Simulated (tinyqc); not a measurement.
Mesh size and shift: special k points of the fcc lattice.

Lattice vectors in units of a: a1 = (0, 1/2, 1/2), a2 = (1/2, 0, 1/2), a3 = (1/2, 1/2, 0); reciprocal vectors b_i with a_i . b_j = 2 pi delta_ij. Mesh: k = sum_i f_i b_i with f_i = (2 j_i + shift)/(2 N), j_i = 0 .. N-1. The point group of the lattice has 48 operations; only those that map the mesh onto itself are used.

A_m(k) = sum over the m-th star of lattice vectors R of cos(k . R), stars in order of length: m = 1: |R|^2 = 0.5, 12 vectors, such as (1, 0, 0) in the basis a_i; m = 2: |R|^2 = 1, 6 vectors, such as (1, 1, -1) in the basis a_i; m = 3: |R|^2 = 1.5, 24 vectors, such as (2, 0, -1) in the basis a_i; m = 4: |R|^2 = 2, 12 vectors, such as (2, 0, 0) in the basis a_i; m = 5: |R|^2 = 2.5, 24 vectors, such as (2, 1, -1) in the basis a_i; m = 6: |R|^2 = 3, 8 vectors, such as (3, -1, -1) in the basis a_i. The zone mean of every A_m is zero.

Test function, the lower band of a two-band insulator: E(k) = -sqrt(D^2 + (e0 - t A_1(k))^2).

Parameters, chosen for this exercise (out of a larger set: the lattice of Si, GaAs, Cu and Al; not measured data):
```
symbol  value  unit  meaning
D       1.81   eV    half gap term
t       0.41   eV    coupling
e0      2.35   eV    offset
```

Errors of the mean of E against the unshifted mesh with N = 24. The fifth column is |R|^2 of the shortest star with a non-zero mean.

Meshes:
```
mesh       points  irreducible  operations  |R|^2 missed  error (meV)
1 Gamma         1            1          48          0.50       47.156
1 shifted       1            1          12          1.00      224.319
2 Gamma         8            3          48          2.00     -328.490
2 shifted       8            2          12          4.00       -0.530
3 Gamma        27            4          48          4.50        1.399
3 shifted      27            6          12          9.00       -1.191
4 Gamma        64            8          48          8.00        5.937
4 shifted      64           10          12         16.00        0.361
5 Gamma       125           10          48         12.50       -1.324
5 shifted     125           19          12           >16       -0.096
6 Gamma       216           16          48           >16       -0.131
6 shifted     216           28          12           >16        0.023
```

reference mean = -3.19056 eV

The shifted mesh has the smaller error for 5 of 6 values of N and the larger for 1. The cheapest mesh within 1 meV is 2 shifted, with 2 irreducible points, but a larger mesh of the same type misses again, so this is a chance hit. A mesh misses the lattice vectors N (n1 a1 + n2 a2 + ...); the half shift gives each the sign (-1)^(n1 + n2 + ...), so the 12 shortest ones add up to 0 in place of 12: they cancel. The shift lowers the symmetry; it leaves more irreducible points for N = 3, 4, 5 and 6; it leaves fewer irreducible points for N = 2.

(tinyqc, `OMP_NUM_THREADS=1 python tinyqc.py 1652232 1652233 out.jsonl`, Intel(R) Xeon(R) Processor @ 2.30GHz, 1 thread, shared host, about 0.1 s.)
